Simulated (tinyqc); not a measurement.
# Contact resistivity and sheet resistance from two contact lengths

Question. Rc = [sqrt(rc Rsh)/Wc] coth(Lc/(2 LT)), LT = sqrt(rc/Rsh), Wc = 25 nm; the second contact is twice as long as the first. Find LT, rc and Rsh.

Rc for Lc = 30 and 60 nm (ohm): 840.619476  440.961175

Solution. With t = tanh(Lc/(2 LT)) for the shorter contact, the resistance of the longer over that of the shorter is (1 + t^2)/2. Then sqrt(rc Rsh) = Rc t Wc, and rc and Rsh follow by multiplying and dividing by LT.

LT = 66.5 nm
rc = 3.10e-9 ohm cm^2
Rsh = 70.0 ohm

Computed by the program tinyqc: `OMP_NUM_THREADS=1 python tinyqc.py 2170155 2170156 out.jsonl`, one thread of a shared Intel Xeon 2.30GHz, about 0.1 s for the whole run.
